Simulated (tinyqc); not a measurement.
# Capacitances against the space between lines

Endless row of lines of width wl, height tl and space sl between grounded planes at distance hd; e2 fills the gaps beside the lines, e1 the rest. Laplace's equation is solved on meshes of 3, 6 and 12 steps per unit u and extrapolated (Aitken), which is good to about 0.2 %. C_even (all lines at 1 V) is the capacitance Cg to the planes; C_odd (neighbours in antiphase) = Cg + 4 Cc if only nearest neighbours couple, which defines Cc; total with quiet neighbours Cg + 2 Cc. Plate values 2 eps0 e1 wl/hd and eps0 e2 tl/sl.

Values chosen for this exercise:
```
symbol  value  unit                                          meaning
e1        3.9        relative permittivity above and below the lines
e2          2                relative permittivity between the lines
wl          6     u                           line width, in units u
tl         12     u                                      line height
hd          6     u                           distance to each plane
```

Constants: eps0 = 8.8541878128e-12 F/m. Results are converted to the units shown.

The same in every row: plate Cg (aF/um) = 69.1.

Results:
```
sl (u),Cg (aF/um),Cc (aF/um),Cg + 2 Cc (aF/um),C_odd (aF/um),plate Cc (aF/um),"share of coupling, 2 Cc/(Cg + 2 Cc) (%)"
2,90.4,136,363,635,106,75.1
4,108,68.8,246,384,53.1,55.9
8,136,29.4,195,253,26.6,30.2
12,154,14.8,184,213,17.7,16.1
16,165,7.73,181,196,13.3,8.56
24,175,2.17,180,184,8.85,2.41
```

Estimate the missing row, sl = 6 u.

Computed row:
```
sl (u),Cg (aF/um),Cc (aF/um),Cg + 2 Cc (aF/um),C_odd (aF/um),plate Cc (aF/um),"share of coupling, 2 Cc/(Cg + 2 Cc) (%)"
6,123,43.3,210,297,35.4,41.2
```

With this row back in the table: As sl goes from 2 to 24, Cg rises from 90.4 to 175 aF/um, Cc falls from 136 to 2.17 aF/um and the share of coupling falls from 75.1 to 2.41 %. Cg is 1.31 times its plate value in the first row and 2.54 times in the last; for Cc the ratios are 1.28 and 0.245. Neighbours in antiphase raise the load by a factor of 1.75 and 1.02 over quiet ones.

Program tinyqc, `OMP_NUM_THREADS=1 python tinyqc.py 2790189 2790190 out.jsonl`; Intel Xeon 2.30GHz, shared host, one thread, about 1 s.
